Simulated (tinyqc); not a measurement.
Free and trapped electrons in a MOS channel with a dense trap tail: free and trapped charge against gate voltage.

p-type body, charge-sheet picture, full ionisation (an idealisation for deep acceptors), Boltzmann statistics for free electrons. e = Ec - EF at the surface. Acceptor-like traps of density D(E) = D0 + De exp(-E/Ew) at depth E below Ec, from 0 to Eu, hold n_t = integral of D(E)/(1 + exp((e - E)/Vt)). psi = Eg - Vt ln(Nv/Na) - e; N_dep = sqrt(2 eps0 eps_r Na (psi - Vt)/q); n_f = sqrt(N_dep^2 + 2 eps0 eps_r Vt Nc exp(-e/Vt)/q) - N_dep; Vg = Vfb + psi + q (N_dep + n_t + n_f)/Cox, Cox = eps0 eox/tox.

Free share n_f/(n_f + n_t); swing ln 10 n_f/(dn_f/dVg); field-effect mobility mf q (dn_f/dVg)/Cox, for a constant mf; oxide field q (N_dep + n_t + n_f)/(eps0 eox).

Inputs (values chosen for the exercise); band and dielectric values close to those of 4H silicon carbide:
- T = 250 K (temperature)
- Eg = 3.32 eV (band gap)
- eps_r = 9.62 (relative permittivity)
- Nc = 1.29e19 cm^-3 (conduction-band density of states at T)
- Nv = 1.87e19 cm^-3 (valence-band density of states at T)
- eox = 3.9 (relative permittivity of the insulator)
- tox = 25 nm (insulator thickness)
- Na = 5e16 cm^-3 (acceptor density)
- Vfb = -2.72 V (flat-band voltage without trapped charge)
- D0 = 6.7e10 cm^-2 eV^-1 (constant background density of acceptor-like traps)
- De = 5.2e13 cm^-2 eV^-1 (density of the tail at the conduction edge)
- Ew = 0.1 eV (decay energy of the tail)
- Eu = 0.6 eV (depth below Ec down to which the traps reach)
- mf = 78 cm^2/(V s) (mobility of free electrons)

Constants: q = 1.602176634e-19 C, kB = 1.380649e-23 J/K, Vt = kB T/q, eps0 = 8.8541878128e-14 F/cm where lengths are in cm. Results are converted to the units shown.

Result of one run:
columns A: e (eV); B: n_f (cm^-2); C: n_t (cm^-2); D: free share (%); E: swing (mV/decade); F: field-effect mobility (cm^2/(V s)); G: oxide field (MV/cm)
```
A                B         C      D     E      F      G
-0.01045  1.247e12  4.795e12  20.64  4598  56.51  3.407
```

Which gate voltage Vg gave this result: 3.7, 4.6, 6.4 or 9 V?

Vg = 9 V.

The whole series:
columns A: Vg (V); B: e (eV); C: n_f (cm^-2); D: n_t (cm^-2); E: free share (%); F: swing (mV/decade); G: field-effect mobility (cm^2/(V s)); H: oxide field (MV/cm)
```
A           B         C         D         E      F         G       H
1.9    0.3086   7.191e5  2.633e11  2.731e-4  214.3  6.989e-4  0.6945
2.8    0.1842   2.267e8  9.052e11   0.02504  580.0   0.08142   1.005
3.7    0.1256   3.407e9  1.615e12    0.2105  989.0    0.7177   1.341
4.6   0.08773  1.951e10  2.334e12    0.8290   1413     2.877   1.686
5.5   0.05969  7.003e10  3.030e12     2.259   1854     7.868   2.035
6.4   0.03720  1.896e11  3.662e12     4.923   2335     16.92   2.386
7.3   0.01825  4.208e11  4.187e12     9.133   2908     30.15   2.738
8.2  0.001962  7.955e11  4.570e12     14.82   3672     45.13   3.092
9    -0.01045  1.247e12  4.795e12     20.64   4598     56.51   3.407
```

n_f reaches 1e11 cm^-2 at Vg = 5.80 V, against 2.03 V without traps. The free share rises from 2.73e-4 to 20.6 % and the field-effect mobility rises from 6.99e-4 to 56.5 cm^2/(V s), although mf = 78 is constant: in the last row 72.4 % of Cox dVg goes into free electrons. The swing in the first row is 214 mV a decade (Vt ln 10 = 49.6). For Vg = 6.4, 7.3, 8.2, 9 EF lies less than 2 Vt below the band edge, or above it, where degeneracy and confinement, left out, matter.

Program tinyqc, `OMP_NUM_THREADS=1 python tinyqc.py 2222164 2222165 out.jsonl`; Intel Xeon 2.30GHz, shared host, one thread, about 0.02 s.
